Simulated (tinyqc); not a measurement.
Inside a calculation: recursion (Haydock) method for the local density of states: surface site of a cubic lattice. Values are carried at full precision from step to step, so a last printed digit may differ when a step is redone from the rounded ones.

One orbital a site at energy 0, hopping -t to the 6 nearest neighbours of a cubic lattice; the start u0 is a site in the outermost layer of a half crystal, with energy V. Recursion: a_n = <u_n|H|u_n>, b_(n+1) u_(n+1) = (H - a_n) u_n - b_n u_(n-1), b > 0. G(z) = 1/(z - a0 - b1^2/(z - a1 - b2^2/(...))), z = E + i eta. After n levels the tail is b_n^2 T with the square-root terminator T = (z - sqrt(z - 2b) sqrt(z + 2b))/(2 b^2), b = 3t so that the band edges lie at -/+ 6t.

Inputs chosen for the exercise: t = 1.48 eV (hopping); V = 0 eV (shift of the starting site); n = 6 (levels kept); E = 1.81 eV (energy); eta = 0.074 eV (broadening).

## The coefficients

Carry the recursion for n levels; the lattice is large enough that no wall but the surface is met.

Coefficients:
```
n,a_n (eV),b_(n+1) (eV),b_(n+1)^2/t^2
0,0.0000,3.30938,5.0000
1,0.0000,4.02604,7.4000
2,0.0000,4.18749,8.0054
3,0.0000,4.26857,8.3184
4,0.0000,4.33498,8.5793
5,0.0000,4.34840,8.6325
```

b1^2/t^2 = 5 counts the neighbours of the start. All a_n vanish because the lattice is bipartite and V = 0. The b_n tend to a quarter of the band width, 4.440 eV.

## Moments from the coefficients

For a1 = a2 = 0: mu1 = a0, mu2 = a0^2 + b1^2, mu3 = a0^3 + 2 a0 b1^2, mu4 = a0^4 + 3 a0^2 b1^2 + b1^4 + b1^2 b2^2.

mu1 to mu4 (eV^n): 0.000  10.952  0.000  297.467

mu4/t^4 = 62 is the number of closed walks of four steps.

## The continued fraction at one energy

Start from the terminator and work up: G_i = 1/(z - a_i - S_i), S_i = b_(i+1)^2 G_(i+1), with T in place of G_n. The density is -Im G_0/pi.

Levels of the fraction:
```
i,S_i (eV),G_i (1/eV)
5,0.8607-4.1340i,0.0510-0.2261i
4,0.9587-4.2495i,0.0438-0.2227i
3,0.7988-4.0570i,0.0559-0.2284i
2,0.9803-4.0048i,0.0479-0.2354i
1,0.7763-3.8161i,0.0638-0.2401i
0,0.6988-2.6297i,0.1300-0.3164i
```

local density of states = 0.1007 1/eV

A direct sum over the zone gives 0.0993 1/eV at the same z; 6 levels miss it by +1.4 %.

## Checks

- G from 7 levels against a direct sum over the zone at E = 14.2080 eV, above the band (1/eV): both 0.074839.

tinyqc: `OMP_NUM_THREADS=1 python tinyqc.py 1482413 1482414 out.jsonl`; about 0.2 s, one thread, shared Intel(R) Xeon(R) Processor @ 2.30GHz.
